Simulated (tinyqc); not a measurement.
Single-band model of a thermoelectric material: one step, computed by the program tinyqc.

One spherical band, one scattering law, no minority carriers and no phonon drag. In a real material minority carriers limit |S| to about E_g/(2 e T), so larger values are formal. eta = E_F/(k_B T) is counted from the band edge; f = 1/(1 + exp(x - eta)).

Task: Coefficients. sigma = e mu_0 N_0 <s> with mu_0 = e tau_0/m = mu_300 (T/300 K)^(-p); |S| = (k_B/e)(<x s>/<s> - eta); Lorenz number L = (k_B/e)^2 (<x^2 s>/<s> - (<x s>/<s>)^2); kappa_e = L sigma T; zT = S^2 sigma T/(kappa_L + kappa_e). Hall factor r_H = <G^(3/2)> <G^(3/2 + 2r)/D^4>/<s>^2; drift mobility sigma/(n e) with n = N_0 <G^(3/2)>; power factor S^2 sigma.

Inputs (values chosen for the exercise, for a model material):
```
quantity                              value        unit
mobility parameter mu_300              1400  cm^2/(V s)
temperature exponent p                    2           -
lattice thermal conductivity kappa_L    1.4     W/(m K)
temperature T                           770           K
```

Band: parabolic. Scattering: acoustic phonons, r = -0.5.

N_0 = 8.562129e+18 1/cm^3

<s> = 0.4449820

<x s> = 0.9938539

reduced Fermi level eta = -0.5789936

<x^2 s> = 3.159072

<G^(3/2)> = 0.6306843

<G^(3/2 + 2r)/D^4> = 0.3607344

Constants: e = 1.602176634e-19 C; k_B = 8.617333262e-05 eV/K.

Give: conductivity sigma; Seebeck coefficient |S|; Lorenz number L; drift mobility; Hall factor r_H; power factor; kappa_e; zT.

Result:

conductivity sigma = 129.7 S/cm

Seebeck coefficient |S| = 242.4 microvolt/K

Lorenz number L = 1.568 1e-8 V^2/K^2

drift mobility = 149.9 cm^2/(V s)

Hall factor r_H = 1.149

power factor = 7.620 microwatt/(cm K^2)

kappa_e = 0.1566 W/(m K)

zT = 0.3769

L is 64 % of the degenerate value pi^2/3 (k_B/e)^2 = 2.443; the classical limit for this r is (r + 5/2)(k_B/e)^2 = 1.485. The charge carriers transport 10 % of the heat.
